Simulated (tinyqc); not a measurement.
# Fully depleted semiconductor-on-insulator film with two gates, non-linear Poisson equation by Newton steps: two studies

One dimension across the film, front interface at x = 0, back interface at x = ts. psi is counted from the intrinsic level, n = ni exp(psi/Vt) (source grounded), holes neglected, acceptors ionised. Gates act through Cox = eps0 eox/tox and Cbox = 3.9 eps0/tb with potentials G1 = Vg - (phiM - chi - Vt ln(Nc/ni)) and G2 = Vb - (phiB - chi - Vt ln(Nc/ni)). Classical Boltzmann densities, no interface charge, no depletion in the back plane.

Inputs (values chosen for the exercise); band and dielectric values close to those of In0.53Ga0.47As:
```
symbol,value,unit,meaning
T,300,K,temperature
Eg,0.73,eV,band gap
eps_r,13.9,,relative permittivity
Nc,2.08e17,cm^-3,conduction-band density of states at T
Nv,7.56e18,cm^-3,valence-band density of states at T
chi,4.58,eV,electron affinity
eox,3.9,,relative permittivity of the gate insulator (close to silicon dioxide)
tox,1.6,nm,insulator thickness
ts,15,nm,film thickness
tb,43,nm,buried-oxide thickness (eps_r 3.9)
Na,2e16,cm^-3,acceptor density of the film
phiM,4.85,eV,work function of the front gate
phiB,5.26,eV,work function of the back plane
Vb,0.7,V,back-gate voltage
```

Constants: q = 1.602176634e-19 C, kB = 1.380649e-23 J/K, Vt = kB T/q, eps0 = 8.8541878128e-14 F/cm where lengths are in cm. Results are converted to the units shown.

Each table varies one quantity; the others keep the values above.

## Charge against front-gate voltage

ni = sqrt(Nc Nv) exp(-Eg/(2 Vt)), Eg in volts. The Poisson equation eps0 eps_r d2psi/dx2 = q (n + Na), with -eps0 eps_r dpsi/dx = Cox (G1 - psi) at x = 0 and eps0 eps_r dpsi/dx = Cbox (G2 - psi) at x = ts, is solved on 300 equal intervals with half boxes at both ends; N_inv is the trapezoid sum of n. Swing = ln 10/(d ln N_inv/dVg); the last column is (dN_inv/dVb)/(dN_inv/dVg).

Results:

| Vg (V) | psi front (V) | psi back (V) | N_inv (cm^-2) | centroid/ts | swing (mV/decade) | q dN_inv/dVg over Cox | back/front leverage |
|---|---|---|---|---|---|---|---|
| -0.15 | -0.0891 | -0.0536 | 9.32e4 | 0.612 | 65.1 | 2.45e-7 | 0.0935 |
| 0 | 0.0560 | 0.0785 | 1.90e7 | 0.572 | 64.9 | 5.00e-5 | 0.0895 |
| 0.15 | 0.201 | 0.210 | 3.86e9 | 0.530 | 65.9 | 0.0100 | 0.0851 |
| 0.3 | 0.328 | 0.307 | 2.59e11 | 0.429 | 134 | 0.331 | 0.0697 |
| 0.6 | 0.437 | 0.332 | 2.82e12 | 0.186 | 598 | 0.805 | 0.0435 |
| 0.75 | 0.461 | 0.334 | 4.51e12 | 0.142 | 889 | 0.868 | 0.0408 |
| 0.9 | 0.478 | 0.335 | 6.30e12 | 0.115 | 1.20e3 | 0.901 | 0.0395 |
| 1.05 | 0.492 | 0.335 | 8.15e12 | 0.0965 | 1.51e3 | 0.922 | 0.0387 |

Estimate the missing row, Vg = 0.45 V.

Computed row:

| Vg (V) | psi front (V) | psi back (V) | N_inv (cm^-2) | centroid/ts | swing (mV/decade) | q dN_inv/dVg over Cox | back/front leverage |
|---|---|---|---|---|---|---|---|
| 0.45 | 0.399 | 0.328 | 1.31e12 | 0.272 | 337 | 0.666 | 0.0503 |

With this row back in the table: N_inv passes 1e11 cm^-2 at Vg = 0.254 V. The swing starts at 65.1 mV a decade, against (1 + k) Vt ln 10 = 61.5 for a front channel with k = Cs Cbox/(Cox (Cs + Cbox)) = 0.0339, Cs = eps0 eps_r/ts; above threshold this column is no longer a subthreshold swing. The centroid falls from 0.612 to 0.0965 of ts and the leverage of the back gate falls from 0.0935 to 0.0387. For Vg = 0.3, 0.45, 0.6, 0.75, 0.9, 1.05 the density at an interface exceeds 0.3 Nc, where Boltzmann statistics fail. For Vg = 0.6, 0.75, 0.9, 1.05 the classical centroid lies within 3 nm of an interface, where confinement, left out, would push it away.

## Threshold and coupling against the acceptor density of the film

VT is the Vg for N_inv = 1e11 cm^-2; -dVT/dVb from the linearised equation. Limits with Cs = eps0 eps_r/ts: front channel Cs Cbox/(Cox (Cs + Cbox)), back channel Cbox (Cox + Cs)/(Cox Cs). Swing at N_inv = 1e8 cm^-2.

The same in every row: front-channel limit = 0.0339; back-channel limit = 0.135.

Threshold and coupling against the acceptor density of the film:

| Na (cm^-3) | VT (V) | centroid/ts at VT | -dVT/dVb | swing (mV/decade) |
|---|---|---|---|---|
| 1e15 | 0.250 | 0.485 | 0.0781 | 64.9 |
| 3e15 | 0.251 | 0.484 | 0.0780 | 64.9 |
| 9e15 | 0.252 | 0.481 | 0.0777 | 64.8 |
| 3e16 | 0.256 | 0.472 | 0.0768 | 64.8 |
| 8e16 | 0.266 | 0.449 | 0.0747 | 64.6 |
| 2e17 | 0.288 | 0.394 | 0.0695 | 64.3 |
| 7e17 | 0.371 | 0.196 | 0.0516 | 62.9 |
| 2e18 | 0.540 | 0.0517 | 0.0386 | 61.9 |

What does the table show?

As Na goes from 1e15 to 2e18, VT rises from 0.250 to 0.540 V, the centroid falls from 0.485 to 0.0517 of ts and -dVT/dVb falls from 0.0781 to 0.0386. The coupling covers 43.7 % of the way from the front-channel to the back-channel limit in the first row and 4.69 % in the last.

Numbers from tinyqc (`OMP_NUM_THREADS=1 python tinyqc.py 2190156 2190157 out.jsonl`; about 0.4 s on one thread of a shared Intel Xeon 2.30GHz).
